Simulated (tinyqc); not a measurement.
A log to judge: global model of a low-pressure process discharge: electron temperature, density, ion flux and ion energy. Computed by tinyqc. Command: `OMP_NUM_THREADS=1 python tinyqc.py 3113702 3113703 out.jsonl plasma walk`. One thread of a shared host (Intel(R) Xeon(R) Processor @ 2.30GHz), about 0.01 s of CPU time with the checks.

Maxwellian electrons with temperature T_e in eV, one positive ion, no negative ions, uniform bulk density n; rate constants have the Arrhenius form.

Inputs (values chosen for the exercise, of the order of those of an inductive discharge in a simple atomic gas):
```
quantity                     value   unit
ion mass M                      40      u
ionisation prefactor K0    4.2e-14  m^3/s
ionisation energy E_iz        12.8     eV
ion-neutral cross section  7.4e-19    m^2
pressure p                     1.8     Pa
gas temperature T_g            500      K
radius R                        23     cm
height L                        11     cm
mixing                           1      -
```

Constants: k_B = 1.380649e-23 J/K; e = 1.602176634e-19 C; u = 1.6605390666e-27 kg.

Method:
- n_g = p/(k_B T_g); lambda_i = 1/(n_g sigma); h_L = 0.86/sqrt(3 + L/(2 lambda_i)), h_R = 0.8/sqrt(4 + R/lambda_i); A_eff = 2 pi R^2 h_L + 2 pi R L h_R; d_eff = pi R^2 L/A_eff.
- Particle balance: K0 exp(-E_iz/T_e) n_g d_eff = u_B, u_B = sqrt(e T_e/M).
- Cycle: T_out = T sqrt(loss/creation) with loss/creation = u_B/(K0 exp(-E_iz/T) n_g d_eff); T -> T + mixing (T_out - T), kept between 0.3 and 60 eV, from 3 eV; stop at |T_out - T| < 1e-9 eV or after 60 steps.

Course:
```
step   T (eV)  T_out (eV)  residual (eV)
0      3.0000       0.909         -2.091
1      0.9086      27.709         26.800
2     27.7087       2.183        -25.526
3      2.1829       1.357         -0.826
4      1.3569       4.462          3.106
5      4.4624       0.742         -3.721
6      0.7418     104.778        104.037
...       ...         ...            ...
53     5.0637       0.733         -4.331
54     0.7327     114.801        114.068
55    60.0000       5.064        -54.936
56     5.0637       0.733         -4.331
57     0.7327     114.801        114.068
58    60.0000       5.064        -54.936
59     5.0637       0.733         -4.331
```

Can the last value be used, and what does the course show?

No. Not converged in 60 steps: the residual wanders without falling. The slope of T_out at the root is 5/4 - E_iz/(2 T_e), and the cycle needs |1 + mixing (slope - 1)| < 1. Reruns converge with mixing = 0.3; or with mixing = 0.15.
